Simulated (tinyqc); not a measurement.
Thermal displacements in the Debye model: Debye-Waller factors, bond-length spread and the Lindemann rule: one step, computed by the program tinyqc. Command: `OMP_NUM_THREADS=1 python tinyqc.py 3027247 3027248 out.jsonl debyewaller walk`. One thread of a shared host (Intel(R) Xeon(R) Processor @ 2.30GHz), about 0.01 s of CPU time with the checks.

A Debye spectrum with three branches of one velocity, cut at k_B Theta; 4 atoms per cube, nearest neighbours at d = 0.707107 a.

Problem. Mean-square displacement. <u_x^2> = (3 hbar^2/(2 M k_B Theta)) int_0^1 s coth(s Theta/(2T)) ds (64 Gauss-Legendre points); it tends to 3 hbar^2/(4 M k_B Theta) at T = 0 and to 3 hbar^2 T/(M k_B Theta^2) at high T. B = 8 pi^2 <u_x^2>.

Inputs (values chosen for the exercise, modelled on copper): atomic mass M = 63.55 u; Debye temperature Theta = 309 K; temperature T = 300 K.

Structure: fcc.

Constants: hbar^2/u = 4.18015928e-03 eV angstrom^2; k_B = 8.617333262e-05 eV/K.

Give: <u_x^2>; zero-point value; classical value; B factor.

Solution.

<u_x^2> = 0.0074048 angstrom^2

zero-point value = 0.0018527 angstrom^2

classical value = 0.0071950 angstrom^2

B factor = 0.58466 angstrom^2

The zero-point value is 25.0 % and the classical value 97.2 % of the full result; the two are limits, not parts that add.
